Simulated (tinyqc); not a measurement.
Kink density above f_c: Frenkel-Kontorova chain: a misfit dislocation (kink) in a monolayer on a periodic substrate. Computed by tinyqc, a small Python program. Command: `OMP_NUM_THREADS=1 python tinyqc.py 3002802 3002803 out.jsonl fkchain walk`. One thread of a shared host (Intel(R) Xeon(R) Processor @ 2.30GHz), about 0.02 s of CPU time with the checks.

E = sum_j [(k/2)(x_(j+1) - x_j - b)^2 + (W/2)(1 - cos(2 pi x_j/a))], x_j = a (j + u_j). A kink takes u from 0 to 1: the chain is stretched by one period and has one atom fewer than wells.

Inputs (values chosen for the exercise, for a model overlayer):

| quantity | value | unit |
|---|---|---|
| spring constant k | 8.32 | eV/angstrom^2 |
| substrate period a | 3.25 | angstrom |
| corrugation W | 7.89 | eV |
| misfit f = (b - a)/a | 0.5 | - |
| atomic mass M | 112 | u |

Constants: nu for 1 eV/(angstrom^2 u) = 15.6333042 THz.

Method. l0 = sqrt(k a^2/(2 W)); kink u(j) = (2/pi) arctan exp(pi j/l0); kink energy at f = 0: E0 = (4/pi) W l0; with misfit E0 - k a^2 f; kinks become favourable at f_c = 2/(pi l0), and a coherent chain with free ends loses stability at f_m = 1/l0. Lowest vibration of the flat chain: nu0 = 15.6333042 THz x sqrt(2 pi^2 W/(a^2 M)). Frank and van der Merwe: the modulus q solves f = 2 E(q)/(pi l0 q), and the kinks per atom are pi/(2 l0 q K(q)), with the complete elliptic integrals K and E; strain left = f - density (for f above f_c = 2/(pi l0)).

critical misfit f_c = 0.269767

kink width l0 = 2.35989

Continuum ground state:

| f | q | kinks per atom | strain left |
|---|---|---|---|
| 0.2711 | 0.99901 | 0.14800 | 0.12310 |
| 0.2752 | 0.99525 | 0.17970 | 0.09550 |
| 0.2833 | 0.98664 | 0.20981 | 0.07349 |
| 0.2967 | 0.97079 | 0.24138 | 0.05532 |
| 0.3237 | 0.93624 | 0.28674 | 0.03696 |
| 0.3777 | 0.86544 | 0.35695 | 0.02075 |
| 0.4586 | 0.76734 | 0.44767 | 0.01093 |
| 0.5935 | 0.63530 | 0.58861 | 0.00489 |

What does the comparison show, and why?

0.49 % above f_c the density is already 0.55 of f: kinks repel only exponentially, so they flood in, as 1/|ln(f - f_c)|. At 2.2 f_c they take up 99.2 % of the misfit and the layer floats nearly free. Caution: a corrugation above 1 eV is larger than real overlayers usually show; it is chosen to keep the kink narrow. Caution: for l0 below about 3 the kink spans few atoms, and the continuum kink energy is off by about 2 per cent or more.
